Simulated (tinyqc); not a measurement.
Resistance of a tapered via with liner, size effect and interface: one step of the calculation.

A round via whose diameter grows from db at the bottom as D(z) = db + 2 z/tan(ang). The fill, of diameter D - 2 tl, starts above the bottom liner (thickness fb tl) and has rho = rho0 (1 + ks lam/(D - 2 tl)); the sidewall liner conducts in parallel with it. The bottom liner and the interface are crossed over the full area pi db^2/4. Spreading in the lines above and below is left out.

Problem. Total resistance. R_fill = sum of the slices; R_bottom = rl fb tl/(pi db^2/4); R_interface = ri/(pi db^2/4); ballistic (Sharvin) limit 1/(Sb pi (db - 2 tl)^2/4); ideal cylinder rho0 hv/(pi db^2/4).

Inputs (values chosen for the exercise); fill metal close to cobalt:
```
symbol    value      unit                                               meaning
db           10        nm                                diameter at the bottom
hv           34        nm                                                height
rho0        6.3   uohm cm                          bulk resistivity of the fill
tl          1.7        nm                                 liner on the sidewall
fb            1                   liner at the bottom over that on the sidewall
rl          180   uohm cm                              resistivity of the liner
ri      1.4e-12  ohm cm^2                   interface resistivity at the bottom
Sb         1e15     S/m^2  ballistic conductance per area, about 3/(4 rho0 lam)
```

| slice | slice resistance (ohm) |
|---|---|
| 0 | 18.577326 |
| 1 | 17.543378 |
| 2 | 16.588150 |
| 3 | 15.704210 |
| 4 | 14.884950 |
| 5 | 14.124484 |
| 6 | 13.417555 |

Find: parts; R; shares; ballistic limit; ideal cylinder.

Solution.

parts (ohm): fill 110.84, bottom liner 38.961, interface 1.7825
R = 151.58 ohm
shares (%): fill 73.121, bottom liner 25.703, interface 1.176
ballistic limit = 29.230 ohm
ideal cylinder = 27.273 ohm

The fill is the largest part, and R is 5.56 times the ideal cylinder. With 2000 slices R = 151.60 ohm.

Computed by the program tinyqc: `OMP_NUM_THREADS=1 python tinyqc.py 2750033 2750034 out.jsonl`, one thread of a shared Intel Xeon 2.30GHz, about 0.01 s for the whole run.
